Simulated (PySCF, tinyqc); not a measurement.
Worked calculation: CIS on RHF in the sto-3g basis, for H6, spin multiplicity 1. The lowest restricted solution is unstable here: a spin-polarised one lies 0.0179 hartree lower (PySCF). Computed by tinyqc, a small Python program that keeps every step (integrals from PySCF). Settings: charge = 0, multiplicity = 1, basis = sto-3g, method = RHF, energy threshold = 1e-10, iteration cap = 72, orthogonalisation = symmetric, start = atomic densities, DIIS depth = 6. Command: `OMP_NUM_THREADS=1 python tinyqc.py 30807 30808 out.jsonl` (the two numbers bound the seeds that draw the settings). One thread of a shared host (Intel(R) Xeon(R) Processor @ 2.60GHz), about 0.06 s of CPU time with the checks. The early iterations of the SCF are left out here.

## One-electron integrals

Geometry (angstrom):

| atom | x | y | z |
|---|---|---|---|
| H | 0.0000 | 0.0000 | 0.0000 |
| H | 0.0000 | 0.0000 | 1.0480 |
| H | 0.0000 | 0.0000 | 1.9880 |
| H | 0.0000 | 0.0000 | 3.0360 |
| H | 0.0000 | 0.0000 | 3.9750 |
| H | 0.0000 | 0.0000 | 5.0230 |

Basis sto-3g: exponents (1/bohr^2) and contraction coefficients of normalised primitives:

| element | l (shell) | exponent | coefficient |
|---|---|---|---|
| H | s (1) | 3.4253 | 0.1543 |
| H | s (1) | 0.6239 | 0.5353 |
| H | s (1) | 0.1689 | 0.4446 |

Overlap, kinetic and nuclear-attraction integrals over the contracted functions; the nuclear repulsion is the sum of Za Zb / Rab.

nuclear repulsion = 4.607394 hartree

overlap S, lower triangle:
```
        1H 1s   2H 1s   3H 1s   4H 1s   5H 1s   6H 1s
1H 1s  1.0000
2H 1s  0.4687  1.0000
3H 1s  0.1216  0.5325  1.0000
4H 1s  0.0169  0.1216  0.4687  1.0000
5H 1s  0.0019  0.0213  0.1218  0.5331  1.0000
6H 1s  0.0001  0.0019  0.0170  0.1218  0.4687  1.0000
```

kinetic energy T (hartree), lower triangle:
```
         1H 1s    2H 1s    3H 1s    4H 1s   5H 1s   6H 1s
1H 1s   0.7600
2H 1s   0.0945   0.7600
3H 1s  -0.0100   0.1351   0.7600
4H 1s  -0.0063  -0.0100   0.0945   0.7600
5H 1s  -0.0013  -0.0073  -0.0099   0.1355  0.7600
6H 1s  -0.0001  -0.0013  -0.0063  -0.0099  0.0945  0.7600
```

nuclear attraction V (hartree), lower triangle:
```
         1H 1s    2H 1s    3H 1s    4H 1s    5H 1s    6H 1s
1H 1s  -2.3976
2H 1s  -1.1326  -2.8398
3H 1s  -0.2923  -1.4488  -2.9664
4H 1s  -0.0400  -0.3111  -1.2773  -2.9668
5H 1s  -0.0044  -0.0521  -0.3116  -1.4510  -2.8404
6H 1s  -0.0002  -0.0044  -0.0401  -0.2928  -1.1327  -2.3978
```

core Hamiltonian H = T + V (hartree), lower triangle:
```
         1H 1s    2H 1s    3H 1s    4H 1s    5H 1s    6H 1s
1H 1s  -1.6375
2H 1s  -1.0381  -2.0797
3H 1s  -0.3022  -1.3137  -2.2064
4H 1s  -0.0463  -0.3210  -1.1828  -2.2068
5H 1s  -0.0057  -0.0594  -0.3216  -1.3154  -2.0804
6H 1s  -0.0003  -0.0057  -0.0464  -0.3027  -1.0383  -1.6377
```

## Two-electron integrals

Functions are numbered as in S; the eight-fold symmetry (ij|kl) = (ji|kl) = (kl|ij) leaves the list below.

Two-electron integrals (ij|kl) in chemists' order, unique and non-zero (hartree):
```
(11|11) 0.7746     (21|11) 0.2877     (21|21) 0.1390     (22|11) 0.4627
(22|21) 0.2877     (22|22) 0.7746     (31|11) 0.0571     (31|21) 0.0305
(31|22) 0.0721     (31|31) 0.0076     (32|11) 0.1839     (32|21) 0.1171
(32|22) 0.3379     (32|31) 0.0345     (32|32) 0.1844     (33|11) 0.2652
(33|21) 0.1675     (33|22) 0.4980     (33|31) 0.0571     (33|32) 0.3379
(33|33) 0.7746     (41|11) 0.0060     (41|21) 0.0035     (41|22) 0.0088
(41|31) 0.0010     (41|32) 0.0047     (41|33) 0.0088     (41|41) 1.32e-04
(42|11) 0.0326     (42|21) 0.0202     (42|22) 0.0571     (42|31) 0.0063
(42|32) 0.0345     (42|33) 0.0721     (42|41) 0.0010     (42|42) 0.0076
(43|11) 0.0995     (43|21) 0.0596     (43|22) 0.1675     (43|31) 0.0202
(43|32) 0.1171     (43|33) 0.2877     (43|41) 0.0035     (43|42) 0.0305
(43|43) 0.1390     (44|11) 0.1743     (44|21) 0.0995     (44|22) 0.2652
(44|31) 0.0326     (44|32) 0.1839     (44|33) 0.4627     (44|41) 0.0060
(44|42) 0.0571     (44|43) 0.2877     (44|44) 0.7746     (51|11) 0.0005
(51|21) 3.08e-04   (51|22) 0.0008     (51|31) 9.35e-05   (51|32) 4.98e-04
(51|33) 0.0010     (51|41) 1.41e-05   (51|42) 1.10e-04   (51|43) 4.30e-04
(51|44) 0.0008     (51|51) 1.61e-06   (52|11) 0.0047     (52|21) 0.0028
(52|22) 0.0078     (52|31) 0.0009     (52|32) 0.0050     (52|33) 0.0110
(52|41) 1.44e-04   (52|42) 0.0012     (52|43) 0.0052     (52|44) 0.0110
(52|51) 1.76e-05   (52|52) 2.10e-04   (53|11) 0.0220     (53|21) 0.0127
(53|22) 0.0345     (53|31) 0.0042     (53|32) 0.0236     (53|33) 0.0572
(53|41) 0.0007     (53|42) 0.0065     (53|43) 0.0305     (53|44) 0.0723
(53|51) 9.37e-05   (53|52) 0.0012     (53|53) 0.0077     (54|11) 0.0808
(54|21) 0.0448     (54|22) 0.1155     (54|31) 0.0141     (54|32) 0.0767
(54|33) 0.1841     (54|41) 0.0025     (54|42) 0.0236     (54|43) 0.1172
(54|44) 0.3384     (54|51) 3.42e-04   (54|52) 0.0050     (54|53) 0.0346
(54|54) 0.1848     (55|11) 0.1331     (55|21) 0.0722     (55|22) 0.1808
(55|31) 0.0220     (55|32) 0.1154     (55|33) 0.2654     (55|41) 0.0038
(55|42) 0.0345     (55|43) 0.1676     (55|44) 0.4984     (55|51) 0.0005
(55|52) 0.0078     (55|53) 0.0572     (55|54) 0.3384     (55|55) 0.7746
(61|11) 2.13e-05   (61|21) 1.26e-05   (61|22) 3.45e-05   (61|31) 4.06e-06
(61|32) 2.25e-05   (61|33) 5.13e-05   (61|41) 6.68e-07   (61|42) 5.66e-06
(61|43) 2.46e-05   (61|44) 5.13e-05   (61|51) 8.22e-08   (61|52) 9.81e-07
(61|53) 5.67e-06   (61|54) 2.26e-05   (61|55) 3.45e-05   (62|11) 3.35e-04
(62|21) 1.92e-04   (62|22) 0.0005     (62|31) 6.18e-05   (62|32) 3.42e-04
(62|33) 0.0008     (62|41) 1.06e-05   (62|42) 9.35e-05   (62|43) 4.30e-04
(62|44) 0.0010     (62|51) 1.36e-06   (62|52) 1.76e-05   (62|53) 1.10e-04
(62|54) 4.98e-04   (62|55) 0.0008     (62|61) 8.22e-08   (62|62) 1.61e-06
(63|11) 0.0026     (63|21) 0.0015     (63|22) 0.0038     (63|31) 4.63e-04
(63|32) 0.0025     (63|33) 0.0060     (63|41) 8.05e-05   (63|42) 0.0007
(63|43) 0.0035     (63|44) 0.0089     (63|51) 1.06e-05   (63|52) 1.45e-04
(63|53) 0.0010     (63|54) 0.0047     (63|55) 0.0089     (63|61) 6.70e-07
(63|62) 1.41e-05   (63|63) 1.32e-04   (64|11) 0.0162     (64|21) 0.0088
(64|22) 0.0220     (64|31) 0.0027     (64|32) 0.0141     (64|33) 0.0327
(64|41) 4.62e-04   (64|42) 0.0042     (64|43) 0.0202     (64|44) 0.0572
(64|51) 6.19e-05   (64|52) 0.0009     (64|53) 0.0063     (64|54) 0.0346
(64|55) 0.0723     (64|61) 4.07e-06   (64|62) 9.37e-05   (64|63) 0.0010
(64|64) 0.0077     (65|11) 0.0553     (65|21) 0.0294     (65|22) 0.0722
(65|31) 0.0088     (65|32) 0.0448     (65|33) 0.0995     (65|41) 0.0015
(65|42) 0.0127     (65|43) 0.0596     (65|44) 0.1676     (65|51) 1.92e-04
(65|52) 0.0028     (65|53) 0.0202     (65|54) 0.1172     (65|55) 0.2877
(65|61) 1.26e-05   (65|62) 3.08e-04   (65|63) 0.0035     (65|64) 0.0305
(65|65) 0.1390     (66|11) 0.1054     (66|21) 0.0553     (66|22) 0.1331
(66|31) 0.0161     (66|32) 0.0807     (66|33) 0.1743     (66|41) 0.0026
(66|42) 0.0220     (66|43) 0.0995     (66|44) 0.2654     (66|51) 3.35e-04
(66|52) 0.0047     (66|53) 0.0327     (66|54) 0.1841     (66|55) 0.4627
(66|61) 2.13e-05   (66|62) 0.0005     (66|63) 0.0060     (66|64) 0.0572
(66|65) 0.2877     (66|66) 0.7746
```

## Orthogonalisation

S = U s U^T; symmetric (Loewdin) form X = U s^(-1/2) U^T, so that X^T S X = 1.

eigenvalues of S: 0.2463  0.3794  0.6774  1.0280  1.5863  2.0826

X, lower triangle:
```
         1H 1s    2H 1s    3H 1s    4H 1s    5H 1s   6H 1s
1H 1s   1.1065
2H 1s  -0.3075   1.2732
3H 1s   0.0615  -0.3920   1.2831
4H 1s  -0.0096   0.0692  -0.3464   1.2836
5H 1s   0.0022  -0.0137   0.0693  -0.3926   1.2738
6H 1s  -0.0004   0.0022  -0.0096   0.0616  -0.3076  1.1065
```

## Starting guess

The start is atomic minimal-basis densities projected into this basis (PySCF's MINAO start) and scaled to the electron count of each spin; this density is not idempotent, so its energy is not variational and may lie below the converged one.

D at the start, lower triangle:
```
        1H 1s   2H 1s   3H 1s   4H 1s   5H 1s   6H 1s
1H 1s  0.9588
2H 1s  0.0957  0.8913
3H 1s  0.0246  0.0994  0.8961
4H 1s  0.0118  0.0180  0.1008  0.8960
5H 1s  0.0021  0.0097  0.0180  0.0994  0.8912
6H 1s  0.0010  0.0021  0.0119  0.0246  0.0957  0.9588
```

## Iteration 8 (converged): orbitals

converged F (hartree), lower triangle:
```
         1H 1s    2H 1s    3H 1s    4H 1s    5H 1s    6H 1s
1H 1s  -0.2290
2H 1s  -0.4525  -0.3627
3H 1s  -0.1623  -0.4484  -0.3687
4H 1s  -0.0021  -0.1593  -0.4575  -0.3691
5H 1s   0.0026  -0.0302  -0.1596  -0.4490  -0.3631
6H 1s  -0.0124   0.0026  -0.0021  -0.1625  -0.4525  -0.2290
```

Diagonalise F' = X^T F X, C = X C', fill 3 alpha and 3 beta electrons from the bottom; D = 2 C_occ C_occ^T. Each column has its largest component positive (the first on a tie).

F' = X^T F X (hartree), lower triangle:
```
         1        2        3        4        5        6
1  -0.0136
2  -0.4656   0.0918
3   0.0710  -0.4720   0.0956
4   0.0172   0.0809  -0.4956   0.0959
5   0.0049  -0.0158   0.0810  -0.4727   0.0920
6  -0.0163   0.0049   0.0173   0.0710  -0.4657  -0.0136
```

orbital energies (hartree): MO1 -0.6707, MO2 -0.5338, MO3 -0.2958, MO4 0.1854, MO5 0.6129, MO6 1.0502

coefficients C:
```
          MO1      MO2      MO3      MO4      MO5      MO6
1H 1s  0.1503   0.3305   0.4959  -0.6246  -0.6257  -0.4042
2H 1s  0.2835   0.4219   0.2570   0.2933   0.8640   0.8469
3H 1s  0.3702   0.1720  -0.4284   0.5134  -0.4150  -1.0690
4H 1s  0.3707  -0.1714  -0.4281  -0.5132  -0.4139   1.0704
5H 1s  0.2844  -0.4212   0.2572  -0.2933   0.8629  -0.8492
6H 1s  0.1508  -0.3299   0.4962   0.6249  -0.6248   0.4051
```

D after iteration 8, lower triangle:
```
         1H 1s    2H 1s    3H 1s    4H 1s   5H 1s   6H 1s
1H 1s   0.7555
2H 1s   0.6191   0.6489
3H 1s  -0.1999   0.1349   0.7004
4H 1s  -0.4265  -0.1545   0.5824   0.7002
5H 1s   0.0622  -0.0620  -0.1547   0.1350  0.6489
6H 1s   0.3194   0.0621  -0.4270  -0.2000  0.6190  0.7557
```

## Convergence

Stop when the energy changes by less than 1e-10 hartree and every element of the error matrix X^T (F D S - S D F) X is below 3e-06.

Course of the cycle:

| iteration | E (hartree) | change | largest element of the error matrix |
|---|---|---|---|
| 1 | -2.427163 | - | 5.81e-02 |
| 2 | -3.084276 | -6.57e-01 | 3.79e-02 |
| 3 | -3.088309 | -4.03e-03 | 2.74e-02 |
| 4 | -3.091226 | -2.92e-03 | 9.74e-03 |
| 5 | -3.091659 | -4.33e-04 | 4.78e-04 |
| 6 | -3.091660 | -7.84e-07 | 9.42e-06 |
| 7 | -3.091660 | -3.82e-10 | 2.89e-06 |
| 8 | -3.091660 | -3.59e-11 | 1.82e-08 |

PySCF RHF in the same basis = -3.091660 hartree

Converged in 8 iterations.

## Populations, bond orders and dipole

Mulliken: Z minus the diagonal of D S on the atom; Loewdin: the same with S^(1/2) D S^(1/2); Mayer order: 2 sum_s sum (D(s) S)_ij (D(s) S)_ji over the two atoms.

Charges (e):

| atom | Mulliken | Loewdin |
|---|---|---|
| 1H | -0.0143 | -0.0301 |
| 2H | 0.0091 | 0.0240 |
| 3H | 0.0052 | 0.0060 |
| 4H | 0.0052 | 0.0061 |
| 5H | 0.0091 | 0.0241 |
| 6H | -0.0143 | -0.0301 |

Mayer bond orders:

| pair | order |
|---|---|
| 2-1 | 0.7653 |
| 3-1 | -0.0015 |
| 3-2 | 0.2293 |
| 4-1 | 0.1498 |
| 4-2 | -0.0012 |
| 4-3 | 0.6231 |
| 5-1 | -4.52e-04 |
| 5-2 | 0.0070 |
| 5-3 | -0.0012 |
| 5-4 | 0.2297 |
| 6-1 | 0.0867 |
| 6-2 | -4.52e-04 |
| 6-3 | 0.1502 |
| 6-4 | -0.0015 |
| 6-5 | 0.7648 |

dipole moment about the origin, x y z (debye): 0.0000  0.0000  0.0005

## Integrals over molecular orbitals

(pq|rs) = sum C_ip C_jq C_kr C_ls (ij|kl), one index at a time.

one-electron integrals over orbitals h = C^T H C (hartree), lower triangle:
```
         1        2        3        4        5        6
1  -2.2944
2   0.0001  -2.0563
3   0.1467   0.0002  -1.8480
4   0.0003  -0.2224   0.0001  -1.6780
5  -0.0572  -0.0001  -0.1807   0.0002  -1.4009
6   0.0000  -0.0342   0.0002   0.1530   0.0000  -1.2074
```

Two-electron integrals over orbitals (pq|rs), unique and non-zero (hartree):
```
(11|11) 0.4347      (21|11) -2.97e-04   (21|21) 0.1376      (22|11) 0.3560
(22|21) 3.00e-04    (22|22) 0.3772      (31|11) -0.0785     (31|21) -1.67e-04
(31|22) 0.0181      (31|31) 0.0938      (32|11) -2.82e-04   (32|21) 0.0917
(32|22) 2.70e-04    (32|31) -2.02e-05   (32|32) 0.1190      (33|11) 0.3542
(33|21) -4.31e-05   (33|22) 0.3450      (33|31) -0.0128     (33|32) -8.99e-05
(33|33) 0.3666      (41|11) -2.43e-04   (41|21) 0.0553      (41|22) 5.97e-05
(41|31) 4.96e-05    (41|32) -0.0190     (41|33) 3.02e-05    (41|41) 0.0765
(42|11) 0.0864      (42|21) 7.02e-05    (42|22) 0.0211      (42|31) -0.0623
(42|32) -1.00e-04   (42|33) -0.0041     (42|41) -1.66e-05   (42|42) 0.0901
(43|11) 1.36e-04    (43|21) -0.0906     (43|22) -2.31e-04   (43|31) 1.66e-04
(43|32) -0.0920     (43|33) 5.10e-05    (43|41) -0.0063     (43|42) -5.57e-05
(43|43) 0.1235      (44|11) 0.3627      (44|21) -4.09e-05   (44|22) 0.3514
(44|31) -0.0147     (44|32) -7.96e-05   (44|33) 0.3626      (44|41) 2.45e-06
(44|42) 0.0084      (44|43) 4.19e-05    (44|44) 0.3759      (51|11) 0.0024
(51|21) -9.55e-05   (51|22) 0.0383      (51|31) 0.0360      (51|32) 2.86e-05
(51|33) -0.0171     (51|41) -9.77e-05   (51|42) 0.0225      (51|43) 2.36e-05
(51|44) -0.0081     (51|51) 0.0588      (52|11) -9.98e-05   (52|21) 0.0514
(52|22) 1.84e-04    (52|31) 2.74e-05    (52|32) 0.0051      (52|33) -2.58e-05
(52|41) 0.0490      (52|42) 1.23e-04    (52|43) 0.0298      (52|44) -1.76e-05
(52|51) 6.70e-05    (52|52) 0.0843      (53|11) 0.0872      (53|21) 6.11e-05
(53|22) 0.0209      (53|31) -0.0638     (53|32) -9.03e-05   (53|33) 0.0057
(53|41) -2.49e-05   (53|42) 0.0823      (53|43) -6.38e-05   (53|44) 0.0033
(53|51) 0.0142      (53|52) 9.73e-05    (53|53) 0.0886      (54|11) -2.90e-04
(54|21) 0.0962      (54|22) 2.66e-04    (54|31) -2.99e-05   (54|32) 0.1127
(54|33) -9.39e-05   (54|41) -0.0084     (54|42) -7.77e-05   (54|43) -0.0931
(54|44) -8.38e-05   (54|51) 2.09e-05    (54|52) 0.0092      (54|53) -8.17e-05
(54|54) 0.1210      (55|11) 0.3756      (55|21) 2.38e-04    (55|22) 0.3862
(55|31) 0.0071      (55|32) 2.08e-04    (55|33) 0.3610      (55|41) 3.59e-05
(55|42) 0.0270      (55|43) -1.96e-04   (55|44) 0.3694      (55|51) 0.0350
(55|52) 1.60e-04    (55|53) 0.0279      (55|54) 2.18e-04    (55|55) 0.4140
(61|11) 4.17e-05    (61|21) -0.0020     (61|22) -5.59e-05   (61|31) -1.16e-04
(61|32) 0.0275      (61|33) 4.84e-06    (61|41) -0.0292     (61|42) -3.78e-05
(61|43) 0.0353      (61|44) 9.76e-06    (61|51) -9.98e-05   (61|52) 0.0361
(61|53) -3.45e-05   (61|54) 0.0250      (61|55) -5.65e-05   (61|61) 0.0700
(62|11) 0.0023      (62|21) -7.09e-05   (62|22) 0.0369      (62|31) 0.0346
(62|32) 3.74e-05    (62|33) -0.0110     (62|41) -7.37e-05   (62|42) 0.0168
(62|43) 3.21e-05    (62|44) -0.0131     (62|51) 0.0531      (62|52) 9.49e-05
(62|53) 0.0188      (62|54) 3.06e-05    (62|55) 0.0366      (62|61) -7.98e-05
(62|62) 0.0555      (63|11) -2.09e-04   (63|21) 0.0536      (63|22) 6.78e-05
(63|31) 2.54e-05    (63|32) -0.0126     (63|33) 2.17e-05    (63|41) 0.0696
(63|42) 8.41e-06    (63|43) -0.0070     (63|44) 2.07e-05    (63|51) -8.56e-05
(63|52) 0.0483      (63|53) -1.06e-05   (63|54) -0.0129     (63|55) 4.83e-05
(63|61) -0.0272     (63|62) -7.77e-05   (63|63) 0.0738      (64|11) -0.0817
(64|21) -1.34e-04   (64|22) 0.0111      (64|31) 0.0907      (64|32) 1.39e-05
(64|33) -0.0155     (64|41) 4.84e-05    (64|42) -0.0643     (64|43) 1.43e-04
(64|44) -0.0178     (64|51) 0.0338      (64|52) 2.98e-05    (64|53) -0.0663
(64|54) -1.89e-06   (64|55) 0.0098      (64|61) -1.08e-04   (64|62) 0.0348
(64|63) 3.24e-05    (64|64) 0.0997      (65|11) -3.07e-04   (65|21) 0.1409
(65|22) 3.23e-04    (65|31) -1.58e-04   (65|32) 0.0976      (65|33) -4.16e-05
(65|41) 0.0552      (65|42) 6.51e-05    (65|43) -0.0970     (65|44) -3.51e-05
(65|51) -9.02e-05   (65|52) 0.0533      (65|53) 5.81e-05    (65|54) 0.1040
(65|55) 2.76e-04    (65|61) -0.0019     (65|62) -6.92e-05   (65|63) 0.0587
(65|64) -1.39e-04   (65|65) 0.1598      (66|11) 0.4640      (66|21) -2.52e-04
(66|22) 0.3821      (66|31) -0.0840     (66|32) -2.68e-04   (66|33) 0.3824
(66|41) -2.29e-04   (66|42) 0.0940      (66|43) 1.08e-04    (66|44) 0.3941
(66|51) 0.0028      (66|52) -7.99e-05   (66|53) 0.0978      (66|54) -2.77e-04
(66|55) 0.4134      (66|61) 4.25e-05    (66|62) 0.0032      (66|63) -2.07e-04
(66|64) -0.0938     (66|65) -2.82e-04   (66|66) 0.5236
```

## CIS matrix, singlets

A(ia,jb) = (e_a - e_i) d_ij d_ab + 2 (ia|jb) - (ij|ab).

CIS matrix A, singlet (hartree), lower triangle:
```
        1>4      1>5      1>6     2>4      2>5      2>6     3>4     3>5
1>4  0.6463
1>5  0.0001   1.0256
1>6  0.0234   0.0001   1.3969
2>4  0.0000  -0.0513   0.0001  0.5480
2>5  0.0018  -0.0001  -0.0688  0.0000   0.9292
2>6  0.0000  -0.0348   0.0001  0.0225  -0.0001   1.3130
3>4  0.0021   0.0001  -0.0201  0.0000  -0.0531   0.0001  0.3656
3>5  0.0000   0.0214   0.0001  0.0520   0.0000  -0.0600  0.0000  0.7248
3>6  0.0486   0.0000   0.0296  0.0000  -0.0010   0.0001  0.0015  0.0000

        3>6
3>6  1.1111
```

## CIS singlet states

dipole integrals <i|r|a> (bohr):
```
          x       y       z
1>4  0.0000  0.0000  0.1515
1>5  0.0000  0.0000  0.0002
1>6  0.0000  0.0000  0.0490
2>4  0.0000  0.0000  0.0005
2>5  0.0000  0.0000  0.3043
2>6  0.0000  0.0000  0.0002
3>4  0.0000  0.0000  2.6920
3>5  0.0000  0.0000  0.0004
3>6  0.0000  0.0000  0.1801
```

Diagonalise A (1 hartree = 27.211386 eV); each vector has its largest component positive (the first on a tie). The transition dipole is mu = sqrt2 sum c_ia <i|r|a>.

singlet excitation energies (eV): 9.7944  14.3201  17.4358  19.9827  25.1638  27.9339  30.2819  36.0359  38.3924

lowest vectors:
```
     state 1  state 2  state 3  state 4  state 5  state 6
1>4  -0.0096  -0.0002   0.9944  -0.0003   0.0141   0.0002
1>5  -0.0001   0.1068  -0.0002  -0.0104   0.0010   0.9860
1>6   0.0259   0.0000  -0.0276  -0.0001   0.1398  -0.0005
2>4   0.0001   0.9546   0.0003   0.2801  -0.0001  -0.0966
2>5   0.0960   0.0000  -0.0112   0.0001   0.9850  -0.0010
2>6   0.0000  -0.0435   0.0000   0.0876   0.0004   0.1330
3>4   0.9950  -0.0001   0.0112  -0.0001  -0.0986   0.0002
3>5   0.0001  -0.2746   0.0002   0.9559   0.0000   0.0269
3>6  -0.0023   0.0000  -0.1010   0.0000  -0.0199   0.0000
```

oscillator strengths 2/3 w |mu|^2: 3.5171  0.0000  0.0213  0.0000  0.0019  0.0000

## CIS matrix, triplets

A(ia,jb) = (e_a - e_i) d_ij d_ab - (ij|ab).

CIS matrix A, triplet (hartree), lower triangle:
```
         1>4      1>5      1>6      2>4      2>5      2>6     3>4     3>5
1>4   0.4934
1>5   0.0003   0.9081
1>6   0.0817   0.0003   1.2569
2>4   0.0000  -0.0962   0.0001   0.3677
2>5  -0.0962  -0.0002  -0.1409  -0.0003   0.7606
2>6   0.0001  -0.1409   0.0003  -0.0111  -0.0003   1.2019
3>4   0.0147   0.0000  -0.0907   0.0001  -0.1127   0.0000  0.1186
3>5   0.0000  -0.0071   0.0002  -0.1127  -0.0002  -0.0976  0.0001  0.5477
3>6  -0.0907   0.0002   0.0840   0.0000  -0.0976   0.0003  0.0155  0.0000

        3>6
3>6  0.9635
```

## CIS triplet states

Diagonalise A (1 hartree = 27.211386 eV); each vector has its largest component positive (the first on a tie).

triplet excitation energies (eV): 2.3969  8.0084  11.8014  16.0465  20.6998  23.6850  26.5454  34.5869  36.3256

lowest vectors:
```
     state 1  state 2  state 3  state 4  state 5  state 6
1>4  -0.0143  -0.0001   0.9244  -0.0002  -0.3208   0.0012
1>5   0.0000   0.1625  -0.0005  -0.0577   0.0016   0.9143
1>6   0.0994  -0.0001  -0.0673   0.0000   0.2340  -0.0011
2>4  -0.0002   0.8845  -0.0001  -0.4335  -0.0008  -0.1670
2>5   0.1815   0.0008   0.2988   0.0004   0.8764  -0.0011
2>6   0.0000   0.0822  -0.0002   0.1210   0.0008   0.3621
3>4   0.9782   0.0002  -0.0333   0.0000  -0.1895   0.0003
3>5  -0.0002   0.4296   0.0000   0.8912  -0.0008  -0.0712
3>6  -0.0081   0.0000   0.2250  -0.0001   0.1959  -0.0016
```
